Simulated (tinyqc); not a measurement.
# Input admittance of a MOSFET at zero drain bias: distributed channel and distributed gate: what changes with what

Source and drain grounded, strong inversion, w = 2 pi f, Cox = eps0 eox/tox. The channel is an RC line of resistance 1/(mu Cox Vo) per square fed from both ends, so one finger has the intrinsic admittance y = i w Cox L tanh(g)/g per width, g = (1/2) sqrt(i w tau), tau = L^2/(mu Vo). The vertical resistance rv/L is in series with y, the overlaps 2 i w Cov in parallel: y_t = 1/(1/y + rv/L) + 2 i w Cov. The gate strip is a line of Rsh/L per length loaded by y_t, so a finger has Y = y_t Wf tanh(k)/k, k = (Wf/sd) sqrt(y_t Rsh/L); the device has Nf Y.

Values chosen for this exercise; values of the order met in silicon radio-frequency transistors:
- eox = 3.9 (relative permittivity of the gate insulator (close to silicon dioxide))
- tox = 6.3 nm (insulator thickness)
- L = 0.35 um (channel length)
- Wf = 9 um (finger width)
- Nf = 32 (number of fingers)
- mu = 240 cm^2/(V s) (channel mobility)
- Vo = 0.27 V (gate overdrive)
- Rsh = 3.4 ohm/square (sheet resistance of the gate)
- rv = 0 ohm um^2 (vertical resistivity of the gate stack)
- sd = 1 (number of ends at which a finger is contacted)
- Cov = 0.37 fF/um (overlap and fringe capacitance on each side)
- f = 13 GHz (frequency)

Constants: eps0 = 8.8541878128e-14 F/cm where lengths are in cm. Results are converted to the units shown.

Each table varies one quantity; the others keep the values above.

## Input impedance against frequency

Low-frequency limits, with c = Cox L and ct = c + 2 Cov: R_strip = Rsh Wf/(3 sd^2 L Nf), R_ch = (c/ct)^2 L/(12 mu Cox Vo Wf Nf), R_vert = (c/ct)^2 rv/(L Wf Nf), C = ct Wf Nf. Z = 1/(Nf Y) = R + 1/(i w C), Q = |Im Z|/R, far-point signal |1/cosh k|.

The same in every row: low-frequency R (ohm) = 2.396.

Result of one run:
```
f (GHz)    w tau      |k|  R (ohm)  C (fF)      Q  signal at the far point
0.3      0.03563  0.06279    2.396   765.6  289.3                    1.000
```

What becomes of these results when the frequency f is changed from 0.3 to 40 GHz, all else the same?

Result of the changed run:
```
f (GHz)  w tau     |k|  R (ohm)  C (fF)      Q  signal at the far point
40       4.751  0.6953    2.332   724.2  2.356                   0.9266
```

The whole series:
```
f (GHz)    w tau      |k|  R (ohm)  C (fF)      Q  signal at the far point
0.1      0.01188  0.03625    2.396   765.6  867.8                    1.000
0.3      0.03563  0.06279    2.396   765.6  289.3                    1.000
0.9       0.1069   0.1088    2.396   765.6  96.42                    1.000
2         0.2376   0.1621    2.395   765.5  43.40                   0.9998
6         0.7127   0.2805    2.394   764.6  14.49                   0.9978
20         2.376   0.5068    2.379   754.4  4.434                   0.9774
40         4.751   0.6953    2.332   724.2  2.356                   0.9266
100        11.88   0.9711    2.086   592.9  1.287                   0.7961
300        35.63    1.377    1.389   371.0  1.030                   0.6349
```

R falls from 2.40 to 1.39 ohm and C falls from 766 to 371 fF. Q goes as f^(-1.00) between the first two rows and f^(-0.20) between the last two, where w tau = 35.6 and |k| = 1.38. The low-frequency limits hold both R and C within 5 % up to f = 20 GHz among the rows.

## Effect of the channel length

Same model as above.

Effect of the channel length:
```
L (um)     w tau      |k|  R (ohm)  low-frequency R (ohm)  C (fF)       Q  signal at the far point
0.03    0.011345  0.82352   10.602                 10.633  257.85  4.4783                  0.96365
0.058   0.042404  0.64055   5.5323                 5.5384  303.54  7.2904                  0.98604
0.11     0.15252  0.52403   3.0767                 3.0784  386.10  10.306                  0.99300
0.22     0.61009  0.44574   2.1356                 2.1372  559.40  10.248                  0.99364
0.42      2.2235  0.39949   2.7029                 2.7184  865.74  5.2320                  0.98720
0.8       8.0673  0.33978   4.8957                 5.1695  1312.5  1.9053                  0.97459
1.6       32.269  0.22831   7.2969                 11.284  1359.5  1.2341                  0.98395
3         113.45  0.16539   7.0706                 22.487  1310.4  1.3213                  0.99184
```

Read the table: what changes, and by how much?

As L goes from 0.03 to 3, R moves up and down between 2.14 and 10.6 ohm, C goes from 258 through a maximum of 1360 (at L = 1.6 among the rows listed) to 1310 fF and Q moves up and down between 1.23 and 10.3.

Computed by the program tinyqc: `OMP_NUM_THREADS=1 python tinyqc.py 2262078 2262079 out.jsonl`, one thread of a shared Intel Xeon 2.30GHz, about 0.01 s for the whole run.
